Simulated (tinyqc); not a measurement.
Hydrogenic impurity: series, fields, screening, photoionisation and donor-acceptor pairs: one step, computed by the program tinyqc. Command: `OMP_NUM_THREADS=1 python tinyqc.py 3022473 3022474 out.jsonl hydrogenic walk`. One thread of a shared host (Intel(R) Xeon(R) Processor @ 2.30GHz), about 0.01 s of CPU time with the checks.

One isotropic, parabolic band. Effective units: Ry* and a*, in which H = -nabla^2 - 2/r.

Question. Effective units and the series. Ry* = Ry m/eps^2, a* = a_0 eps/m; level n is bound by Ry*/n^2; <r> = (3/2) a* in 1s; lines 1s -> np at Ry* (1 - 1/n^2); 1 THz = 4.135667696 meV.

Inputs (values chosen for the exercise, for a model semiconductor): electron mass m = 0.496 m_0; dielectric constant eps = 11.5.

Parts treated: screening and pairs.

Constants: Ry = 13.605693123 eV; a_0 = 0.529177210903 angstrom; h x 1 THz = 4.135667696 meV.

Give: Ry*; a*; <r> of 1s; Series.

Answer.

Ry* = 51.03 meV

a* = 12.27 angstrom

<r> of 1s = 18.40 angstrom

Series:
```
n  binding (meV)  line from 1s (meV)  line (THz)
2          12.76               38.27        9.25
3           5.67               45.36       10.97
4           3.19               47.84       11.57
5           2.04               48.99       11.84
```
